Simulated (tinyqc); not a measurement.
Elastic trap-assisted tunnelling through a dielectric: one step of the calculation.

Emitter at x = 0 (Fermi level 0), collector at x = t (Fermi level -V), band edge U(x) = phi - F x, F = V/t. A trap at x has the energy E = U(x) - Et. With G(u) = (4/(3 F)) sqrt(mo/C) max(u, 0)^1.5, C = hbar^2/(2 m0): S1 = G(phi - E) - G(Et), S2 = G(Et) - G(phi - V - E), T1,2 = exp(-S1,2). The steady rate through one trap is nu T1 T2 (f1 - f2)/(T1 + T2), f1 = f(E), f2 = f(E + V), f(y) = 1/(1 + exp(y/Vt)); both contacts offer states at E.

Problem. The best-placed trap against direct tunnelling. At x = xs: E, S1, S2 and the occupation (T1 f1 + T2 f2)/(T1 + T2). Direct tunnelling at E = 0 has S = (4/(3 F)) sqrt(mo/C) [phi^1.5 - max(phi - V, 0)^1.5].

Values chosen for this exercise; dielectric values close to those of silicon dioxide:

| symbol | value | unit | meaning |
|---|---|---|---|
| T | 350 | K | temperature |
| phi | 3.1 | eV | barrier above the emitter Fermi level |
| mo | 0.48 | m0 | tunnelling mass |
| t | 6.9 | nm | thickness |
| Et | 2.51 | eV | trap depth below the band edge of the dielectric |
| nu | 1e14 | 1/s | attempt frequency |
| V | 3.04 | V | voltage |

Constants: q = 1.602176634e-19 C, kB = 1.380649e-23 J/K, hbar = 1.054571817e-34 J s, m0 = 9.1093837015e-31 kg, Vt = kB T/q, hbar^2/(2 m0) = 0.0380998212 eV nm^2. Results are converted to the units shown.

xs = 2.82 nm

Find: E; S1; S2; occupation; S of direct tunnelling.

Solution.

E = -0.6524 eV
S1 = 35.37
S2 = 36.26
occupation = 0.7090
S of direct tunnelling = 58.47

Range of the model: Phonon-assisted (inelastic) capture, chains of traps and a spread of trap depths are left out.

Computed by the program tinyqc: `OMP_NUM_THREADS=1 python tinyqc.py 2370023 2370024 out.jsonl`, one thread of a shared Intel Xeon 2.30GHz, about 0.05 s for the whole run.
